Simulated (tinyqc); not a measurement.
# Threshold switch as oscillator and as selector in a crossbar: what changes with what

Off state: I = Ith sinh(V/V0)/sinh(Vth/V0) up to Vth. On state: V = Vh + I Ron down to the holding current Ih, at Vl = Vh + Ih Ron. Switching is instantaneous.

Values chosen for this exercise; values of the order of Ge-Sb-Te and related chalcogenides:
- Vth = 2.6 V (threshold voltage)
- Vh = 1.11 V (holding voltage)
- Ron = 0.39 kohm (on-state resistance)
- Ith = 0.22 uA (current at threshold)
- V0 = 0.27 V (voltage scale of the off-state sinh)
- Ih = 30 uA (holding current)
- C = 110 fF (capacitance across the switch)
- Iw = 30 uA (write current)
- Vs = 3.36 V (supply voltage)

Each table varies one quantity; the others keep the values above.

## Frequency against load

With a load RL from Vs and C across the switch, it oscillates if the load line misses both branches: (Vs - Vl)/Ih < RL < (Vs - Vth)/Ith. Charging without leakage takes RL C ln[(Vs - Vl)/(Vs - Vth)]; discharging takes (RL || Ron) C ln[(Vth - Ve)/(Vl - Ve)], Ve = (Vs Ron + Vh RL)/(Ron + RL). Here the charging time includes the off-state leakage: the integral of C dV/[(Vs - V)/RL - I(V)].

Result of one run:
```
RL (kohm)  charging, no leakage (ns)  charging (ns)  discharging (ns)  frequency (MHz)
360                           42.774         43.750           0.21764           22.744
```

What becomes of these results when the load resistance RL is changed from 360 to 2800 kohm, all else the same?

Result of the changed run:
```
RL (kohm)  charging, no leakage (ns)  charging (ns)  discharging (ns)  frequency (MHz)
2800                          332.69         453.24           0.20906           2.2053
```

The whole series:
```
RL (kohm)  charging, no leakage (ns)  charging (ns)  discharging (ns)  frequency (MHz)
130                           15.446         15.569           0.24374           63.241
180                           21.387         21.624           0.23035           45.758
260                           30.892         31.393           0.22208           31.631
360                           42.774         43.750           0.21764           22.744
510                           60.597         62.607           0.21454           15.918
720                           85.548         89.712           0.21250           11.120
1000                          118.82         127.31           0.21117           7.8421
1400                          166.34         184.53           0.21022           5.4130
2000                          237.63         281.38           0.20952           3.5512
2800                          332.69         453.24           0.20906           2.2053
```

The frequency falls from 63.2 to 2.21 MHz, as RL^(-0.99) between the first two rows and RL^(-1.42) between the last two. Leakage lengthens the charging by 0.79 % in the first row and 36 % in the last; the period diverges at RL = 3450 kohm. In every row the discharge is shorter than 0.5 ns, comparable to real switching delays.

## Array size against supply voltage

In an N x N array driven at Vs, the V/2 scheme puts Vs/2 on 2 (N - 1) cells; the V/3 scheme puts Vs/3 on all N^2 - 1 others, N - 1 of them on the selected row. Row leakage is (N - 1) I; wasted power is the number of cells times V I. The largest N keeps the row leakage below a tenth of Iw.

Results:
```
Vs (V)  I at Vs/2 (nA)  largest N, V/2  largest N, V/3
2.73             2.269            1323            7139
3.06             4.181           718.5            4747
3.4              7.848           383.3            3119
4.07             27.14           111.5            1364
4.4              50.01           60.99           908.1
4.74             93.86           32.96           597.2
5.07             172.9           18.35           397.7
```

Estimate the missing row, Vs = 3.73 V.

Computed row:
```
Vs (V)  I at Vs/2 (nA)  largest N, V/2  largest N, V/3
3.73             14.46           208.5            2076
```

With this row back in the table: The half-select current grows a decade every 2 V0 ln 10 = 1.24 V, so the largest N falls from 1320 to 18.3 in the V/2 scheme and from 7140 to 398 in the V/3 scheme. Vs must stay below 2 Vth = 5.20 V (V/2) or half-selected cells switch.

Range of the model: Delay times, drift of Vth and line resistance are left out.

Numbers from tinyqc (`OMP_NUM_THREADS=1 python tinyqc.py 2490131 2490132 out.jsonl`; about 0.01 s on one thread of a shared Intel Xeon 2.30GHz).
